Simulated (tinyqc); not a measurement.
Floating body of a partially depleted SOI transistor: body voltage and kink: one step of the calculation.

Source at 0 V. Channel current Ic = 2 nf K Vt^2 [F(0) - F(Vd)](1 + la Vd), F(V) = ln^2(1 + exp((Vg - VT - nf V)/(2 nf Vt))), VT = VT0 - gb Vb. Saturation voltage Vs = 2 Vt sqrt(F(0)) + 3 Vt, excess Ve = (Vd - Vs + sqrt((Vd - Vs)^2 + 0.0004 V^2))/2, multiplication M1 = Ai Ve exp(-Bl/Ve). Each junction passes D(v) = J1 (exp(v/Vt) - 1) + J2 (exp(v/(2 Vt)) - 1). Bipolar current Ib = bb J1 (exp(Vb/Vt) - 1). The body settles where M1 (Ic + Ib) = D(Vb) + D(Vb - Vd) + Vb/Rb; drain current Id = (1 + M1)(Ic + Ib) - D(Vb - Vd).

Task. Drain current with floating and with grounded body. Id and VT at the converged Vb, Id at Vb = 0, their ratio, and the bipolar share Ib/(Ic + Ib).

Parameters, values chosen for the exercise; values of the order met in partially depleted silicon-on-insulator transistors:

| symbol | value | unit | meaning |
|---|---|---|---|
| T | 300 | K | temperature |
| VT0 | 0.48 | V | threshold at zero body voltage |
| gb | 0.18 |  | fall of the threshold per volt of body voltage |
| nf | 1.39 |  | slope factor |
| K | 370 | uA/(V^2 um) | gain factor per width |
| la | 0.05 | 1/V | channel-length modulation factor |
| Ai | 3.24 | 1/V | impact-ionisation prefactor |
| Bl | 8.6 | V | impact-ionisation voltage |
| J1 | 1.1e-13 | uA/um | diffusion saturation current of each junction |
| J2 | 2.7e-9 | uA/um | recombination saturation current of each junction |
| bb | 3 |  | gain of the lateral bipolar transistor on the diffusion current |
| Rb | 1e9 | kohm um | resistance of a weak body tie to the source (1e9 stands for no tie, and the term is then dropped) |
| Vg | 1.03 | V | gate voltage |
| Vd | 2.2 | V | drain voltage |

Constants: q = 1.602176634e-19 C, kB = 1.380649e-23 J/K, Vt = kB T/q. Results are converted to the units shown.

converged Vb = 0.78955353 V

Give: VT; Id, floating; Id, grounded; ratio; bipolar share.

Result.

VT = 0.33788 V
Id, floating = 78.861 uA/um
Id, grounded = 46.413 uA/um
ratio = 1.6991
bipolar share = 7.8868 %

The body rises to 0.790 V and lowers the threshold by 142 mV.

Range of the model: The multiplication law is an empirical form chosen for the exercise; self-heating and capacitive coupling to the body are left out, and the linear laws are rough once Vb passes about 0.7 V or M1 about 0.1.

Program tinyqc, `OMP_NUM_THREADS=1 python tinyqc.py 2182169 2182170 out.jsonl`; Intel Xeon 2.30GHz, shared host, one thread, about 0.2 s.
